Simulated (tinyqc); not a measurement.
Global model of a low-pressure process discharge: electron temperature, density, ion flux and ion energy: one step, computed by the program tinyqc. Command: `OMP_NUM_THREADS=1 python tinyqc.py 3111518 3111519 out.jsonl plasma walk`. One thread of a shared host (Intel(R) Xeon(R) Processor @ 2.30GHz), about 0.01 s of CPU time with the checks.

Maxwellian electrons with temperature T_e in eV, one positive ion, no negative ions, uniform bulk density n; rate constants have the Arrhenius form.

Task: Electron temperature. Particle balance: K0 exp(-E_iz/T_e) n_g d_eff = u_B, u_B = sqrt(e T_e/M). Root found by bracketing.

Inputs (values chosen for the exercise, of the order of those of an inductive discharge in a simple atomic gas):

| quantity | value | unit |
|---|---|---|
| ion mass M | 35.5 | u |
| ionisation prefactor K0 | 2.8e-14 | m^3/s |
| ionisation energy E_iz | 12.7 | eV |
| gas temperature T_g | 400 | K |
| radius R | 21 | cm |
| height L | 14 | cm |

gas density n_g = 4.526857e+20 1/m^3

d_eff = 36.65707 cm

Constants: e = 1.602176634e-19 C; u = 1.6605390666e-27 kg.

Give: T_e; Bohm velocity u_B; K_iz.

Result:

T_e = 1.651 eV

Bohm velocity u_B = 2118 m/s

K_iz = 1.276e-17 m^3/s

Caution: at so short an ion path the formulas for h_L and h_R give way to the ambipolar-diffusion limit.
